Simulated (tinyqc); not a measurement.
CIS on RHF in the sto-6g basis, for H2, spin multiplicity 1, step by step. One step of it, computed by the program tinyqc.

Problem. CIS matrix, triplets. A(ia,jb) = (e_a - e_i) d_ij d_ab - (ij|ab).

orbital energies (hartree): MO1 -0.561082, MO2 0.614656

Two-electron integrals over orbitals (pq|rs), unique and non-zero (hartree):
```
(11|11) 0.664396   (21|21) 0.184577   (22|11) 0.655080   (22|22) 0.689179
```

Give: CIS matrix A, triplet.

Solution.

CIS matrix A, triplet (hartree), order 1>2:
$$\begin{pmatrix}
0.5207
\end{pmatrix}$$
